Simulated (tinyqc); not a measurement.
Comparisons within one model: optical gain and spontaneous emission in a bulk direct-gap semiconductor. A value that a table varies takes the place of the one given here.

Parabolic bands, vertical transitions, no excitons. For each hole band j: mr = me mj/(me + mj); joint density of states J_j(E) = (mr/c)^(3/2) sqrt(E - Eg)/(2 pi^2), both spins, c = hbar^2/2m0; averaged matrix element |e.p|^2 = m0 Ep/6; alpha_j(E) = 4 pi^2 alpha_f c Ep J_j/(3 nr E) in 1/angstrom (alpha_f the fine-structure constant, listed as alpha among the constants), times 1e8 for 1/cm.

F_j(eta) = (1/Gamma(j + 1)) integral_0^infinity x^j dx/(1 + exp(x - eta)), which tends to exp(eta) for eta << 0.

Quasi-Fermi levels: n = Nc F_1/2(Fc/kT) and p = Nv F_1/2(Fv/kT), Fc counted up from the conduction edge and Fv down from the valence edge; Nc, Nv from N = 2 (m kB T/(4 pi c))^(3/2) with c = hbar^2/2m0, in 1/angstrom^3; times 1e24 for 1/cm^3, with me and (mhh^(3/2) + mlh^(3/2))^(2/3).

For band j the electron sits at Ee = (E - Eg) mr/me above its edge and the hole at Eh = (E - Eg) mr/mj; fe = 1/(1 + exp((Ee - Fc)/kT)), fh = 1/(1 + exp((Eh - Fv)/kT)); gain g = sum_j alpha_j (fe + fh - 1).

Spontaneous rate: R = integral of (nr E/(hbar c))^2/(pi^2 hbar) sum_j alpha_j fe fh dE, with alpha in 1/cm and (nr E/(hbar c))^2 in 1/cm^2 (1e16 per 1/angstrom^2); B = R/(n p); lifetime n/R.

Constants: hbar^2/2m0 = 3.80998211 eV angstrom^2; fine-structure constant alpha = 0.007297352564; kB = 8.617333262e-05 eV/K; hbar = 6.58211957e-16 eV s; hbar c = 1973.269805 eV angstrom.

Inputs chosen for the exercise (near those of GaAs; the results hold for these values, not for the real material): Eg = 1.425 eV (direct gap); me = 0.0663 m0 (electron mass); mhh = 0.495 m0 (heavy-hole mass); mlh = 0.081 m0 (light-hole mass); Ep = 25.7 eV (Kane energy); nr = 3.59 (refractive index); T = 250 K; n = 1.9e+18 1/cm^3 (injected density, n = p).

## Peak gain against injection

The peak is the largest g over E; a dash marks no gain.

Gain:
```
n (1/cm^3)  Fc (eV)  Fv (eV)  peak gain (1/cm)  peak E - Eg (eV)  B (cm^3/s)
4.6e+17      0.0180  -0.0584                 -                 -    3.01e-10
7.4e+17      0.0344  -0.0479                 -                 -    2.83e-10
1.1e+18      0.0508  -0.0390                62            0.0041    2.62e-10
1.3e+18      0.0587  -0.0351               170            0.0085    2.53e-10
1.7e+18      0.0728  -0.0289               410            0.0169    2.35e-10
2.1e+18      0.0855  -0.0240               650            0.0246    2.21e-10
2.8e+18      0.1055  -0.0170              1041            0.0367    2.00e-10
3.7e+18      0.1285  -0.0101              1483            0.0500    1.79e-10
```

transparency density (Fc + Fv = 0) = 9.19e+17 1/cm^3

What can be read from the table?

Gain starts at 9.19e+17 1/cm^3, where Fc = -Fv = 0.0430 eV: with Nv/Nc = 22 the electrons must be degenerate before the holes are. The slope of peak gain against n is 5.36e-16 cm^2 between the first two rows with gain and 4.92e-16 between the last two; the peak moves from 0.0041 to 0.0500 eV above the gap as the bands fill, and B falls by a factor 1.68. Line broadening and gap shrinkage are left out.

## Gain spectrum

At the density n.

Spectrum:
```
E - Eg (eV)  alpha, empty (1/cm)  fe, heavy  fh, heavy  g (1/cm)
0.005                       1862      0.970      0.223       352
0.010                       2623      0.963      0.218       459
0.020                       3684      0.946      0.209       531
0.030                       4481      0.921      0.200       488
0.045                       5433      0.863      0.187       235
0.060                       6210      0.773      0.175      -272
0.080                       7075      0.600      0.160     -1396
0.100                       7806      0.398      0.145     -2925
0.130                       8729      0.162      0.126     -5288
0.170                       9732      0.036      0.104     -7695
0.220                      10734      0.005      0.081     -9659
```

Fc + Fv = 0.0530 eV

What can be read from the table?

g is positive below E - Eg = 0.0530 eV; the largest value listed is 531 1/cm at 0.020 eV. At 0.220 eV above the gap g is -0.90 times the absorption of the empty crystal, whose limit is -1.

## Transparency density and B against temperature

Eg is held fixed; B is taken at n = 1e15 1/cm^3.

Results:
```
T (K)  transparency density (1/cm^3)  Fc/kT there  B (cm^3/s)
100                         2.32e+17        1.997    1.32e-09
150                         4.27e+17        1.997    7.23e-10
200                         6.58e+17        1.997    4.72e-10
250                         9.19e+17        1.997    3.39e-10
300                         1.21e+18        1.997    2.59e-10
350                         1.52e+18        1.997    2.06e-10
400                         1.86e+18        1.997    1.70e-10
500                         2.60e+18        1.997    1.23e-10
```

How do the results move?

Fc/kT at transparency stays at 1.997, since it depends on Nv/Nc alone, so the density goes as T^1.50. B goes as T^-1.48, against T^-1.5 for non-degenerate carriers: hot carriers spread over k and fewer pairs share a wave vector.

## What moves transparency and gain

Transparency is Fc + Fv = 0; the peak is the largest g over E at the density n (0 if none). Each row changes one parameter from the base and keeps the others.

Results:
```
case                 transparency density (1/cm^3)  Fc + Fv (eV)  peak gain (1/cm)
base                                      9.19e+17        0.0530               531
me = 0.0762 m0                            1.05e+18        0.0411               490
mhh = 0.297 m0                            7.12e+17        0.0700              1014
Ep = 28.3 eV                              9.19e+17        0.0530               585
T = 290 K                                 1.15e+18        0.0408               323
n = 2.47e+18 1/cm^3                       9.19e+17        0.0763               862
nr = 3.77                                 9.19e+17        0.0530               506
```

What does this show?

The largest shifts from the base row, up to three for each result and ties (the steps differ in size, so this ranks the rows, not the parameters). transparency density (1/cm^3): T +2.29e+17, mhh -2.07e+17, me +1.32e+17; unchanged at the printed digits by Ep, n and nr. Fc + Fv (eV): n +0.0233, mhh +0.0171, T -0.0122; unchanged at the printed digits by Ep and nr. peak gain (1/cm): mhh +483, n +331, T -208.

tinyqc: `OMP_NUM_THREADS=1 python tinyqc.py 1682690 1682691 out.jsonl`; about 0.08 s, one thread, shared Intel(R) Xeon(R) Processor @ 2.30GHz.
